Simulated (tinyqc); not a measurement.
Threshold of a short bulk MOSFET: charge sharing, barrier lowering, narrow width: two steps of the calculation.

n-channel device on a p-type body, depletion approximation, full ionisation. Uniform doping N = Na. Vbi from Boltzmann statistics is rough for the degenerate source. Cox = eps0 eox/tox.

Inputs (values chosen for the exercise); band and dielectric values close to those of silicon:
- T = 350 K (temperature)
- Eg = 1.14 eV (band gap)
- eps_r = 11.9 (relative permittivity)
- Nc = 3.47e19 cm^-3 (conduction-band density of states at T)
- Nv = 3.28e19 cm^-3 (valence-band density of states at T)
- eox = 3.9 (relative permittivity of the gate insulator (close to silicon dioxide))
- tox = 9.3 nm (insulator thickness)
- Na = 9.4e17 cm^-3 (channel doping)
- Nsd = 1e20 cm^-3 (source and drain doping)
- Vfb = -0.84 V (flat-band voltage for the doping Na)
- xj = 130 nm (junction depth)
- Vbs = 0 V (body-source voltage)
- Vds = 0.5 V (drain-source voltage)
- W = 1600 nm (gate width)
- xw = 0.7854 (shape factor of the fringing depletion at the width edges)
- L = 210 nm (channel length)

Constants: q = 1.602176634e-19 C, kB = 1.380649e-23 J/K, Vt = kB T/q, eps0 = 8.8541878128e-14 F/cm where lengths are in cm. Results are converted to the units shown.

Problem 1. Long-channel threshold and scales. ni = sqrt(Nc Nv) exp(-Eg/(2 Vt)), Eg in volts; 2 pB = 2 Vt ln(N/ni); flat band Vfb - Vt ln(N/Na); Wd = sqrt(2 eps0 eps_r (2 pB - Vbs)/(q N)); body term q N Wd/Cox; long-channel VT0 = flat band + 2 pB + body term; Vbi = Vt ln(N Nsd/ni^2); scale length l = sqrt((eps_r/eox) tox Wd).

Give: N; 2 pB; flat band; Wd; body term; VT0; Vbi; l.

Solution 1.

N = 9.4000e17 cm^-3
2 pB = 0.92402 V
flat band = -0.84000 V
Wd = 35.957 nm
body term = 1.4585 V
VT0 = 1.5425 V
Vbi = 1.0648 V
l = 31.943 nm

Problem 2. Short-channel and narrow-width shifts. Charge sharing (trapezoid; it ignores Vds): F = (xj/L)(sqrt(1 + 2 Wd/xj) - 1), lowering = body term times F. Barrier lowering: th = exp(-L/(2 l)) + 2 exp(-L/l), lowering = th [2 (Vbi - 2 pB) + Vds], DIBL = th. Narrow width: rise = body term times xw Wd/W. VT by each model = VT0 - lowering + rise.

2 pB = 0.92402191 V
Wd = 35.957116 nm
body term = 1.4584539 V
VT0 = 1.5424758 V
Vbi = 1.0647831 V
l = 31.942954 nm

Give: F; lowering by charge sharing; th; lowering of the barrier; DIBL; narrow-width rise; VT, charge sharing; VT, barrier lowering.

Solution 2.

F = 0.1525
lowering by charge sharing = 222.3 mV
th = 0.04015
lowering of the barrier = 31.38 mV
DIBL = 40.15 mV/V
narrow-width rise = 25.74 mV
VT, charge sharing = 1.346 V
VT, barrier lowering = 1.537 V

L is 6.57 scale lengths. The charge-sharing lowering is 7.09 times the barrier lowering; the first falls off as 1/L and the second exponentially. Both describe the same loss of gate control, so they are alternatives and are not added.

Program tinyqc, `OMP_NUM_THREADS=1 python tinyqc.py 2002065 2002066 out.jsonl`; Intel Xeon 2.30GHz, shared host, one thread, about 0.01 s.
